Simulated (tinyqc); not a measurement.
## Narrowing from the saturation current

Question. A uniform n-type emitter has J0 = (q p0 D/L)(s + tanh(W/L))/(1 + s tanh(W/L)), D = mup Vt, s = S L/D, and p0 = (ni^2/N) exp(dE_app/kB T), where dE_app = dEg + kB T ln[(N/Nc) exp(-eta)]. Find p0, dE_app and dEg.

Parameters, values chosen for the exercise; band and dielectric values those of a made-up semiconductor: temperature T = 300 K; conduction-band density of states at 300 K Nc = 2.84e19 cm^-3; ionised donor density N = 5.4e18 cm^-3; minority-hole mobility mup = 170 cm^2/(V s); emitter width W = 700 nm; recombination velocity at the contact S = 2e5 cm/s.

Constants: q = 1.602176634e-19 C, kB = 1.380649e-23 J/K, Vt = kB T/q. Results are converted to the units shown.

J0 = 13746.341 fA/cm^2
L = 4061.8038 nm
ni = 3.0198450e10 cm^-3
converged eta = -1.5929432

Solution. J0 gives p0, its ratio to ni^2/N gives dE_app, and the degeneracy term is taken off.

p0 = 1766 cm^-3
dE_app = 60.68 meV
dEg = 62.41 meV

Numbers from tinyqc (`OMP_NUM_THREADS=1 python tinyqc.py 2330162 2330163 out.jsonl`; about 0.01 s on one thread of a shared Intel Xeon 2.30GHz).
